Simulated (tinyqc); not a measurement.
# Abrupt p-n junction, non-linear Poisson equation by Newton steps: what changes with what

One dimension, p side on the left, n side on the right; net doping C = -Na for x < 0 and +Nd for x > 0. The potential psi is counted from the intrinsic level, and the quasi-Fermi potentials are flat: 0 for holes and -V for electrons, so n = ni exp((psi + V)/Vt) and p = ni exp(-psi/Vt) (Boltzmann statistics, full ionisation, no current). Under reverse bias this makes the minority densities vanishingly small everywhere; they play no part in the charge.

Parameters, values chosen for the exercise; band and dielectric values close to those of gallium nitride:
- T = 300 K (temperature)
- Eg = 3.37 eV (band gap)
- eps_r = 9.33 (relative permittivity)
- Nc = 2.31e18 cm^-3 (conduction-band density of states at T)
- Nv = 4.52e19 cm^-3 (valence-band density of states at T)
- Na = 9.1e15 cm^-3 (acceptor density of the p side)
- Nd = 6.2e17 cm^-3 (donor density of the n side)
- V = -1.4 V (bias of the p side against the n side)

Constants: q = 1.602176634e-19 C, kB = 1.380649e-23 J/K, Vt = kB T/q, eps0 = 8.8541878128e-14 F/cm where lengths are in cm. Results are converted to the units shown.

Each table varies one quantity; the others keep the values above.

## Capacitance and field against bias

The Poisson equation d/dx(eps0 eps_r dpsi/dx) = -q (p - n + C) is solved on a mesh of more than 1000 nodes that ends in neutral material (psi_p = -Vt ln(Na/ni), psi_n = Vt ln(Nd/ni) - V). C_j = q d/dV of the integral of p over x, from the linearised equation. ni = sqrt(Nc Nv) exp(-Eg/(2 Vt)), Eg in volts. Depletion approximation: Vbi = Vt ln(Na Nd/ni^2), W = sqrt(2 eps0 eps_r (Vbi - V)(1/Na + 1/Nd)/q), xp = W Nd/(Na + Nd), xn = W Na/(Na + Nd), peak field 2 (Vbi - V)/W, capacitance eps0 eps_r/W. The last column applies it to an abrupt Na-Nd junction.

Capacitance and field against bias:

| V (V) | peak \|E\| (kV/cm) | C_j (nF/cm^2) | 1/C_j^2 (cm^4/uF^2) | eps0 eps_r/C_j (nm) | abrupt depletion C (nF/cm^2) |
|---|---|---|---|---|---|
| 0.47 | 97.78 | 15.14 | 4364 | 545.7 | 14.98 |
| -0.25 | 109.0 | 13.39 | 5580 | 617.1 | 13.28 |
| -0.97 | 119.5 | 12.13 | 6795 | 680.9 | 12.05 |
| -1.69 | 129.2 | 11.17 | 8009 | 739.3 | 11.11 |
| -2.41 | 138.4 | 10.41 | 9223 | 793.3 | 10.36 |
| -3.12 | 146.9 | 9.797 | 1.042e4 | 843.2 | 9.756 |
| -3.84 | 155.1 | 9.272 | 1.163e4 | 891.0 | 9.237 |
| -4.56 | 163.0 | 8.823 | 1.285e4 | 936.3 | 8.793 |
| -5.28 | 170.4 | 8.434 | 1.406e4 | 979.5 | 8.408 |
| -6 | 177.6 | 8.092 | 1.527e4 | 1021 | 8.069 |

Read the table: what changes, and by how much?

With V going from 0.47 to -6 V, C_j falls from 15.1 to 8.09 nF/cm^2 and the peak field rises from 97.8 to 178 kV/cm. The slope of 1/C_j^2, read as N = 2/(q eps0 eps_r |slope|), gives 8.95e15 cm^-3 between the first two rows and 8.97e15 cm^-3 between the last two, against Na Nd/(Na + Nd) = 8.97e15 cm^-3; the slopes of all rows agree within 0.2 %, as for uniform doping at both edges. At the end C_j goes as (Vbi - V)^(-0.50) with Vbi = 3.12 V, and it is 0.29 % above the abrupt depletion formula (at the first row 1.1 % above it).

## Convergence with the mesh

Uniform meshes of N intervals over 1378.1 nm, nodes at x_i = (i - j - 1/2) h, i = 0..N, so that the junction lies midway between nodes j and j + 1; end nodes fixed at psi_p and psi_n; box-integrated Poisson equation eps0 eps_r (psi_(i+1) - 2 psi_i + psi_(i-1))/h + q h (p - n + C) = 0. The peak field is the largest (psi_(i+1) - psi_i)/h; LD = sqrt(eps0 eps_r Vt/(q N)) of the heavier side. Errors are against E_j. Exact first integral for an abrupt junction with thick neutral sides: psi_p = -Vt ln(Na/ni), psi_n = Vt ln(Nd/ni) - V, psi_j = (Nd psi_n + Na psi_p - Vt (Nd - Na))/(Na + Nd) at the junction, n_j = ni exp((psi_j + V)/Vt), p_j = ni exp(-psi_j/Vt), and E_j^2 = (2 q/(eps0 eps_r)) [Nd (psi_n - psi_j - Vt) + Vt (n_j + p_j)] (minority densities of the neutral sides neglected).

Convergence with the mesh:

| N | h (nm) | h/LD | j | peak field (kV/cm) | error (%) |
|---|---|---|---|---|---|
| 40 | 34.453 | 7.4304 | 38 | 122.74 | -2.10 |
| 80 | 17.226 | 3.7152 | 77 | 124.11 | -1.00 |
| 160 | 8.6131 | 1.8576 | 154 | 124.81 | -0.445 |
| 320 | 4.3066 | 0.92879 | 308 | 125.18 | -0.150 |
| 640 | 2.1533 | 0.46440 | 617 | 125.32 | -0.0413 |
| 1280 | 1.0766 | 0.23220 | 1235 | 125.36 | -0.0106 |

What does the table show?

The error goes from -2.1 % at N = 40 to -0.011 % at N = 1280. Over the last doubling it shrinks by a factor of 3.9, close to the 4 of a second-order scheme. It first drops below 1 % at N = 160, where h is 1.9 Debye lengths.

Numbers from tinyqc (`OMP_NUM_THREADS=1 python tinyqc.py 2000130 2000131 out.jsonl`; about 0.03 s on one thread of a shared Intel Xeon 2.30GHz).
